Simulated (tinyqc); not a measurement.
# Long-channel MOSFET, surface-potential model: what changes with what

n-channel transistor on a uniformly doped p-type body, gradual-channel approximation, constant mobility, Boltzmann statistics, full ionisation. Potentials are counted from the neutral body; V is the electron quasi-Fermi potential, Vsb at the source and Vsb + Vds at the drain. Charges are magnitudes per area.

Inputs (values chosen for the exercise); material values close to those of silicon:
```
symbol,value,unit,meaning
T,300,K,temperature
Eg,1.12,eV,band gap
eps_r,11.7,,relative permittivity of the semiconductor
Nc,2.8e19,cm^-3,conduction-band density of states at T
Nv,2.64e19,cm^-3,valence-band density of states at T
Na,3e17,cm^-3,acceptor density of the body
eox,21.4,,relative permittivity of the gate insulator
tox,9.9,nm,insulator thickness
Vfb,-0.48,V,flat-band voltage
mu,550,cm^2/(V s),channel mobility
W,5,um,gate width
L,5,um,gate length
Vsb,0,V,source-body reverse bias
Vgs,0.48,V,gate-source voltage
Vds,0.5,V,drain-source voltage
```

Constants: q = 1.602176634e-19 C, kB = 1.380649e-23 J/K, Vt = kB T/q, eps0 = 8.8541878128e-14 F/cm where lengths are in cm. Results are converted to the units shown.

Each table varies one quantity; the others keep the values above.

## Output curve

ni = sqrt(Nc Nv) exp(-Eg/(2 Vt)), Eg in volts; phiF = Vt ln(Na/ni); Cox = eps0 eox/tox; gamma = sqrt(2 q eps0 eps_r Na)/Cox. The surface potential psi at channel potential V solves Vgs + Vsb - Vfb - psi = gamma sqrt(G), G = psi - Vt + Vt exp((psi - 2 phiF - V)/Vt). Charge sheet: Qi = Cox gamma [sqrt(G) - sqrt(psi - Vt)]; I = mu (W/L) [integral of Qi dpsi from psi_0 to psi_L (drift) + Vt (Qi0 - QiL) (diffusion)], with psi_0 at V = Vsb and psi_L at V = Vsb + Vds. Pao-Sah: Qi(V) = (Cox gamma/2) integral from 3 Vt to psi of exp((u - 2 phiF - V)/Vt)/sqrt(G(u, V)) du, and I = mu (W/L) integral of Qi dV from Vsb to Vsb + Vds. Square law: VT = Vfb + 2 phiF + gamma sqrt(2 phiF + Vsb), m = 1 + gamma/(2 sqrt(2 phiF + Vsb)), I = mu Cox (W/L) [(Vgs - VT) v - m v^2/2] with v the smaller of Vds and (Vgs - VT)/m, and zero below VT.

In this table Vgs = 0.86 V.

Result of one run:

| Vds (V) | psi_L (V) | QiL (nC/cm^2) | I, charge sheet (uA) | I, Pao-Sah (uA) | I, square law (uA) |
|---|---|---|---|---|---|
| 0.15 | 1.121 | 88.79 | 15.69 | 16.53 | 34.13 |

What becomes of these results when the drain-source voltage Vds is changed from 0.15 to 0.2 V, all else the same?

Result of the changed run:

| Vds (V) | psi_L (V) | QiL (nC/cm^2) | I, charge sheet (uA) | I, Pao-Sah (uA) | I, square law (uA) |
|---|---|---|---|---|---|
| 0.2 | 1.146 | 36.43 | 17.31 | 18.22 | 39.79 |

The whole series:

| Vds (V) | psi_L (V) | QiL (nC/cm^2) | I, charge sheet (uA) | I, Pao-Sah (uA) | I, square law (uA) |
|---|---|---|---|---|---|
| 0.05 | 1.050 | 235.2 | 7.298 | 7.688 | 14.24 |
| 0.1 | 1.088 | 157.5 | 12.46 | 13.13 | 25.62 |
| 0.15 | 1.121 | 88.79 | 15.69 | 16.53 | 34.13 |
| 0.2 | 1.146 | 36.43 | 17.31 | 18.22 | 39.79 |
| 0.24 | 1.158 | 12.51 | 17.80 | 18.73 | 42.25 |
| 0.29 | 1.163 | 2.221 | 17.97 | 18.90 | 42.90 |
| 0.34 | 1.164 | 0.3334 | 18.00 | 18.93 | 42.90 |
| 0.39 | 1.164 | 0.04848 | 18.00 | 18.94 | 42.90 |
| 0.44 | 1.164 | 0.007013 | 18.00 | 18.94 | 42.90 |

The Pao-Sah current rises from 7.69 to 18.9 uA, while the charge at the drain end falls from 235 to 0.00701 nC/cm^2. The current first comes within 1 % of its last value at Vds = 0.29 V among the rows listed; the square law saturates at (Vgs - VT)/m = 0.274 V. Over the last two rows psi_L moves by less than 1 mV: the drain has lost hold of the surface potential, so the current no longer grows. In the last row the charge sheet is 4.9 % below Pao-Sah and the square law 2.27 times it. In every row the surface electron density at the source passes 0.3 Nc, where degeneracy and quantisation, left out here, matter.

## Transfer curve from weak to strong inversion

Same model as above.

gm = dI/dVgs of the charge-sheet current.

Result of one run:

| Vgs (V) | I, charge sheet (uA) | I, Pao-Sah (uA) | drift share (%) | gm/I (1/V) | I, square law (uA) |
|---|---|---|---|---|---|
| 0.8 | 10.09 | 10.62 | 67.98 | 10.87 | 27.35 |

What becomes of these results when the gate-source voltage Vgs is changed from 0.8 to 1.06 V, all else the same?

Result of the changed run:

| Vgs (V) | I, charge sheet (uA) | I, Pao-Sah (uA) | drift share (%) | gm/I (1/V) | I, square law (uA) |
|---|---|---|---|---|---|
| 1.06 | 64.95 | 67.94 | 85.86 | 4.890 | 119.9 |

The whole series:

| Vgs (V) | I, charge sheet (uA) | I, Pao-Sah (uA) | drift share (%) | gm/I (1/V) | I, square law (uA) |
|---|---|---|---|---|---|
| 0.36 | 5.985e-5 | 6.106e-5 | 0.003866 | 34.49 | 0 |
| 0.45 | 0.001348 | 0.001373 | 0.08740 | 34.70 | 0 |
| 0.54 | 0.03037 | 0.03091 | 1.906 | 34.19 | 0 |
| 0.62 | 0.3936 | 0.4045 | 17.52 | 28.35 | 1.613 |
| 0.71 | 2.965 | 3.102 | 49.53 | 17.10 | 10.56 |
| 0.8 | 10.09 | 10.62 | 67.98 | 10.87 | 27.35 |
| 0.89 | 22.98 | 24.16 | 77.38 | 7.733 | 51.98 |
| 0.97 | 39.77 | 41.72 | 82.27 | 6.094 | 80.46 |
| 1.06 | 64.95 | 67.94 | 85.86 | 4.890 | 119.9 |

The charge-sheet current rises from 5.99e-5 to 65.0 uA. In the first row gm/I is 34.5 1/V, a swing of 66.8 mV a decade, against Vt ln 10 = 59.5 mV a decade for an ideal gate; in the last it is 4.89 1/V. Drift passes half of the current at Vgs = 0.8 V among the rows listed (VT = 0.562 V). The charge sheet departs most from Pao-Sah at Vgs = 0.8 V, where it is 4.9 % below it. In the last row the square law is 76 % above Pao-Sah. For Vgs = 0.71 to 1.06 V the surface electron density at the source passes 0.3 Nc, where degeneracy and quantisation, left out here, matter.

## Effect of the source-body reverse bias

VT = Vfb + 2 phiF + gamma sqrt(2 phiF + Vsb), m = 1 + gamma/(2 sqrt(2 phiF + Vsb)). The swing is 20 mV/log10[I(VT - 0.14 V)/I(VT - 0.16 V)] of the charge-sheet current at the given Vds.

The same in every row: gamma (V^0.5) = 0.1649.

Effect of the source-body reverse bias:

| Vsb (V) | VT (V) | m | swing (mV/decade) | I at Vgs, Vds (uA) |
|---|---|---|---|---|
| 0 | 0.5623 | 1.088 | 66.49 | 0.003820 |
| 0.25 | 0.5828 | 1.077 | 65.38 | 0.001553 |
| 0.5 | 0.6012 | 1.070 | 64.66 | 6.995e-4 |
| 0.75 | 0.6179 | 1.064 | 64.15 | 3.395e-4 |
| 1 | 0.6335 | 1.060 | 63.76 | 1.745e-4 |
| 1.25 | 0.6480 | 1.056 | 63.45 | 9.398e-5 |
| 1.5 | 0.6617 | 1.053 | 63.20 | 5.256e-5 |

What does the comparison show?

As Vsb goes from 0 to 1.5 V, VT rises from 0.562 to 0.662 V, the swing falls from 66.5 to 63.2 mV a decade and the current falls from 0.00382 to 5.26e-5 uA. The swing is 2.7 % above m Vt ln 10 in the first row and 0.79 % above it in the last. The gate voltage is below VT in 7 of the 7 rows.

Program tinyqc, `OMP_NUM_THREADS=1 python tinyqc.py 2360046 2360047 out.jsonl`; Intel Xeon 2.30GHz, shared host, one thread, about 0.04 s.
